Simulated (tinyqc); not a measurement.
Lateral field, substrate current, probability of reaching the oxide barrier and hot-carrier lifetime of a silicon transistor (pseudo-two-dimensional and lucky-electron models): one step, computed by the program tinyqc.

Local-field models: a lucky carrier gains its energy at the peak field over a path free of collisions. Voltages are magnitudes.

Question. Peak lateral field. C_ox = 3.9 eps_0/t; F_sat = 2 v_s/mu; V_Dsat = V_ov F_sat L/(V_ov + F_sat L), V_ov = V_G - V_T; I_D/W = C_ox v_s (V_ov - V_Dsat). Scale length l = 0.22 t^(1/3) x_j^(1/2) (all in cm); F_m = sqrt(((V_D - V_Dsat)/l_e)^2 + F_sat^2), with l_e = l + L_n; length of the velocity-saturated region l_e ln((V_D - V_Dsat)/(l_e F_sat) + F_m/F_sat).

Inputs (values chosen for the exercise, modelled on a silicon p-channel): channel length L = 200 nm; oxide thickness t = 4.3 nm; junction depth x_j = 31 nm; mobility mu = 100 cm^2/(V s); saturation velocity v_s = 0.68 1e7 cm/s; threshold voltage V_T = 0.43 V; gate voltage V_G = 1.5 V; drain voltage V_D = 2.6 V; ionisation prefactor A_i = 7.7e+06 1/cm; ionisation field B_i = 3.6 MV/cm; hot-carrier mean free path lambda = 5.2 nm; oxide barrier phi_b = 4.6 eV; interface-trap threshold phi_it = 4.4 eV; lifetime constant H = 200 s microampere/micrometre; length of the depleted extension L_n = 11 nm.

Drain: lightly doped extension.

Constants: eps_0 = 8.8541878128e-12 F/m.

Give: scale length l; peak field F_m; velocity-saturated length; energy gained over one free path, e lambda F_m.

Answer.

scale length l = 29.237 nm

peak field F_m = 475.21 kV/cm

velocity-saturated length = 77.379 nm

energy gained over one free path, e lambda F_m = 0.24711 eV

Caution: the empirical formula for l was fitted to oxides of about 15 nm or more; for thinner ones it is an extrapolation. Caution: e V_D is below phi_b or phi_it, so the available energy, not the field, limits hot carriers, and the lucky-electron formulas overstate them.
